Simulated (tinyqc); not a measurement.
Hexagonal on-chip spiral inductor, lumped pi model: two steps of the calculation.

Outer diameter do = di + 2 n wd + 2 (n - 1) sp, mean da = (do + di)/2, fill p = (do - di)/(do + di), length l = 3.464 n da. L = 2.33 mu0 n^2 da/(1 + 3.82 p), mu0 = 4 pi 1e-7 H/m. Rs = rho l/(wd delta (1 - exp(-th/delta))), delta = sqrt(rho/(pi f mu0)). Cs = n wd^2 eps0 eo/hu across the coil. At each end Cox = l wd eps0 eo/(2 ho) leads to the substrate branch Rsi = 2 rs he/(l wd) in parallel with Csi = l wd eps0 11.7/(2 he). With one end grounded Y = 1/(Rs + i w L) + i w Cs + 1/[1/(i w Cox) + 1/(1/Rsi + i w Csi)], w = 2 pi f; Q = -Im Y/Re Y. Eddy currents in neighbouring turns and in the substrate are left out.

Inputs (values chosen for the exercise); values of the order met in silicon radio-frequency processes: number of turns n = 4.5; line width wd = 20 um; space between turns sp = 1.5 um; inner diameter di = 60 um; metal thickness th = 4 um; metal resistivity rho = 3 uohm cm; oxide below the coil ho = 5.3 um; oxide between coil and underpass hu = 1.3 um; relative permittivity of the oxide eo = 3.9; substrate resistivity rs = 100 ohm cm; effective spreading depth in the substrate he = 50 um; frequency f = 5.2 GHz.

Constants: eps0 = 8.8541878128e-12 F/m. Results are converted to the units shown.

Task 1. Geometry and model elements. do, l, L, delta, Rs, Cs, Cox, Rsi and Csi as defined.

Find: do; l; L; delta; Rs; Cs; Cox; Rsi; Csi.

Result 1.

do = 250.50 um
l = 2420.0 um
L = 2.7530 nH
delta = 1.2089 um
Rs = 3.1168 ohm
Cs = 47.813 fF
Cox = 157.67 fF
Rsi = 2066.1 ohm
Csi = 50.140 fF

Task 2. Admittance, quality factor and apparent inductance. Series branch 1/(Rs + i w L), substrate branch, total Y, Q = -Im Y/Re Y, apparent inductance Im(1/Y)/w, metal-only value w L/Rs, share of the loss in the substrate Re(substrate branch)/Re Y.

L = 2.7529531 nH
Rs = 3.1167948 ohm
Cs = 47.812614 fF
Cox = 157.67378 fF
Rsi = 2066.0841 ohm
Csi = 50.140261 fF

Find: series branch; substrate branch; Y; Q; apparent inductance; w L/Rs; share of the loss in the substrate.

Result 2.

series branch = 0.385-11.104i mS
substrate branch = 0.2772+1.2627i mS
Y = 0.6620-8.2796i mS
Q = 12.507
apparent inductance = 3.6732 nH
w L/Rs = 28.859
share of the loss in the substrate = 41.875 %

Q is 43.3 % of the metal-only value.

Numbers from tinyqc (`OMP_NUM_THREADS=1 python tinyqc.py 2302123 2302124 out.jsonl`; about 0.01 s on one thread of a shared Intel Xeon 2.30GHz).
